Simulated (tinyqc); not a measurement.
Metal-interlayer-semiconductor contact, depinning against tunnelling resistance: two steps of the calculation.

Zero bias, n-type semiconductor. Gap states at the semiconductor surface thin out as exp(-be ti), which unpins the barrier; electrons must then cross the interlayer (a rectangular barrier, no voltage drop across it) and the parabolic depleted layer, both by WKB. Energies E are counted from the Fermi level; no image force, parabolic bands.

Parameters, values chosen for the exercise; semiconductor values close to those of germanium; interlayer mass of the order of that in hafnium oxide, offset chosen freely: temperature T = 250 K; band gap Eg = 0.634 eV; relative permittivity eps_r = 15.6; electron affinity chi = 4.02 eV; conduction-band density of states at T Nc = 7.91e18 cm^-3; tunnelling mass in the semiconductor mt = 0.12 m0; Richardson mass mA = 1.12 m0; donor density Nd = 1.1e18 cm^-3; charge-neutrality level above the valence band E0 = 0.093 eV; pinning factor without interlayer S0 = 0.049; metal work function phiM = 4.44 eV; interlayer thickness ti = 0.5 nm; conduction-band offset of the interlayer above the semiconductor dE = 1.64 eV; tunnelling mass in the interlayer mi = 0.2 m0; decay constant of gap states through the interlayer be = 4.3 1/nm.

Constants: q = 1.602176634e-19 C, kB = 1.380649e-23 J/K, eps0 = 8.8541878128e-12 F/m, hbar = 1.054571817e-34 J s, h = 6.62607015e-34 J s, m0 = 9.1093837015e-31 kg, Vt = kB T/q, hbar^2/(2 m0) = 0.0380998212 eV nm^2. Results are converted to the units shown.

Problem 1. Pinning, barrier and scales. S = 1/(1 + (1/S0 - 1) exp(-be ti)); phiB = S (phiM - chi) + (1 - S)(Eg - E0); xi = Ec - EF deep inside, from Nd = Nc F(-xi/Vt), F(x) = (2/sqrt(pi)) int_0^infinity sqrt(u) du/(1 + exp(u - x)); band bending U = phiB - xi; E00 = (hbar/2) sqrt(Nd/(eps0 eps_r mt m0)) in volts; A = 4 pi q mA m0 kB^2/h^3.

Wanted: S; phiB; xi; U; E00; A.

Solution 1.

S = 0.3067
phiB = 0.5039 eV
xi = 0.04144 eV
U = 0.4624 eV
E00 = 0.01423 eV
A = 134.6 A/(cm^2 K^2)

Problem 2. Exponents and integrand on an energy grid. With U = phiB - xi: for xi < E < phiB, y = (E - xi)/U and G1 = (U/E00) [sqrt(1 - y) - y ln((1 + sqrt(1 - y))/sqrt(y))], G1 = 0 above phiB; G2 = 2 ti sqrt(mi max(phiB + dE - E, 0)/C), C = hbar^2/(2 m0); f = 1/(1 + exp(E/Vt)); integrand exp(-G1 - G2) f.

| point | E (eV) |
|---|---|
| 0 | 0.1 |
| 1 | 0.1275 |
| 2 | 0.155 |
| 3 | 0.1825 |
| 4 | 0.21 |
| 5 | 0.2375 |
| 6 | 0.265 |
| 7 | 0.2925 |
| 8 | 0.32 |
| 9 | 0.3475 |
| 10 | 0.375 |
| 11 | 0.4025 |
| 12 | 0.43 |
| 13 | 0.4575 |
| 14 | 0.485 |
| 15 | 0.5125 |
| 16 | 0.54 |

phiB = 0.50389190 eV
xi = 0.041443906 eV
E00 = 0.014232157 eV

Find: G1; G2; f; integrand.

Solution 2.

| point | G1 | G2 | f | integrand (1e-11) |
|---|---|---|---|---|
| 0 | 23.40 | 3.276 | 0.009548 | 0.002 |
| 1 | 20.34 | 3.253 | 0.002683 | 0.015 |
| 2 | 17.63 | 3.231 | 7.499e-4 | 0.065 |
| 3 | 15.19 | 3.209 | 2.093e-4 | 0.213 |
| 4 | 12.98 | 3.186 | 5.842e-5 | 0.555 |
| 5 | 10.97 | 3.163 | 1.630e-5 | 1.184 |
| 6 | 9.14 | 3.141 | 4.548e-6 | 2.115 |
| 7 | 7.47 | 3.117 | 1.269e-6 | 3.201 |
| 8 | 5.96 | 3.094 | 3.541e-7 | 4.141 |
| 9 | 4.60 | 3.071 | 9.879e-8 | 4.605 |
| 10 | 3.39 | 3.047 | 2.756e-8 | 4.411 |
| 11 | 2.33 | 3.023 | 7.691e-9 | 3.632 |
| 12 | 1.43 | 2.999 | 2.146e-9 | 2.555 |
| 13 | 0.70 | 2.975 | 5.987e-10 | 1.513 |
| 14 | 0.18 | 2.951 | 1.670e-10 | 0.729 |
| 15 | 0.00 | 2.926 | 4.661e-11 | 0.250 |
| 16 | 0.00 | 2.902 | 1.300e-11 | 0.071 |

tinyqc, about 0.03 s, one thread, Intel Xeon 2.30GHz (shared host): `OMP_NUM_THREADS=1 python tinyqc.py 2270064 2270065 out.jsonl`
